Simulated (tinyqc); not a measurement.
# Quantum point contact as a saddle point: two studies

Potential V0 - m wx^2 x^2/2 + m wy^2 y^2/2; energies are counted from V0. Mode n = 0, 1, ... transmits T_n(E) = 1/(1 + exp(-2 pi (E - E_n)/wx)), E_n = wy (n + 1/2); each mode carries 2 q^2/h.

Parameters, values chosen for the exercise:
- T = 1.5 K (temperature)
- wy = 5.2 meV (transverse quantum hbar wy)
- wx = 2.3 meV (curvature of the barrier hbar wx)

Constants: q = 1.602176634e-19 C, kB = 1.380649e-23 J/K, Vt = kB T/q. Results are converted to the units shown.

Each table varies one quantity; the others keep the values above.

## Plateau quality against the barrier curvature

g(T) = int g(E) (-df/dE) dE = int g(mu + x kB T) dx/(4 cosh^2(x/2)), g(E) the zero-temperature value at E, g = G/(2 q^2/h).

Plateau quality against the barrier curvature:
```
wx (meV)  slope wy dg/dmu at mu = wy  slope at mu = 1.5 wy  g at mu = wy
0.78                        1.895e-6                 6.839         1.000
1.86                        0.007528                 3.884         1.000
2.93                         0.09511                 2.636         1.000
4.01                          0.2848                 1.979         1.000
5.09                          0.4949                 1.595         1.000
6.17                          0.6676                 1.360         1.000
7.24                          0.7875                 1.216         1.001
8.32                          0.8635                 1.127         1.003
```

Read the table: what changes, and by how much?

The slope on the first plateau rises from 1.89e-6 to 0.863 and the slope on the second riser falls from 6.84 to 1.13; a slope of 1 everywhere means no steps at all. The plateau slope passes 0.5 at wx = 6.17 meV among the rows.

## Conductance steps

Same model as above.

Conductance steps:
```
mu (meV)  g at T = 0      g(T)  dg/dmu (1/meV)
0           8.222e-4  0.001018        0.002775
1.3          0.02789   0.03359         0.08699
2.6           0.5000    0.5000          0.6267
3.9           0.9721    0.9664         0.08707
5.2            1.000     1.000        0.005550
6.5            1.028     1.034         0.08707
7.8            1.500     1.500          0.6267
9.1            1.972     1.966         0.08707
10.4           2.000     2.000        0.005550
11.7           2.028     2.034         0.08707
13             2.500     2.500          0.6267
14.3           2.972     2.966         0.08707
15.6           3.000     3.000        0.005550
16.9           3.028     3.034         0.08707
18.2           3.500     3.500          0.6267
```

g rises from 0.00102 to 3.50. The slope is smallest, 0.00555 per meV, at mu = 5.2 meV (g = 1.00) and largest, 0.627, at 18.2 meV among the rows after the first. A riser is wx/(2 pi) = 0.366 meV wide by tunnelling and kB T = 0.129 meV by heat, against the spacing wy = 5.2 meV.

Numbers from tinyqc (`OMP_NUM_THREADS=1 python tinyqc.py 2740128 2740129 out.jsonl`; about 0.07 s on one thread of a shared Intel Xeon 2.30GHz).
